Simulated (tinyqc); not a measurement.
# Trap and transport parameters from the curve

Inverse problem. A layer shows an ohmic current q n0 mu V/L, then a square law (9/8) th eps0 eps_r mu V^2/L^3 above Vx = 8 q n0 L^2/(9 th eps0 eps_r), and trap filling at V_TFL = q Nt L^2/(2 eps0 eps_r). th = y/(1 + y), y = (Nc/Nt) exp(-Et/kB T). The square-law current at V is given. Find th, n0, Nt and Et.

Values chosen for this exercise:

| symbol | value | unit | meaning |
|---|---|---|---|
| T | 250 | K | temperature |
| eps_r | 7.3 |  | relative permittivity |
| mu | 0.008 | cm^2/(V s) | mobility |
| L | 77 | nm | thickness |
| Nc | 1.7e19 | cm^-3 | band density of states |
| V | 4.7 | V | voltage |

Constants: q = 1.602176634e-19 C, kB = 1.380649e-23 J/K, Vt = kB T/q, eps0 = 8.8541878128e-14 F/cm where lengths are in cm. Results are converted to the units shown.

Mott-Gurney J = 0.065075509 A/cm^2
Vx = 0.73456655 V
V_TFL = 19.840564 V

Answer. The square law gives th, Vx gives n0, V_TFL gives Nt, and th with Nt gives Et.

th = 2.312e-4
n0 = 1.300e13 cm^-3
Nt = 2.700e18 cm^-3
Et = 0.2200 eV

Program tinyqc, `OMP_NUM_THREADS=1 python tinyqc.py 2370111 2370112 out.jsonl`; Intel Xeon 2.30GHz, shared host, one thread, about 0.01 s.
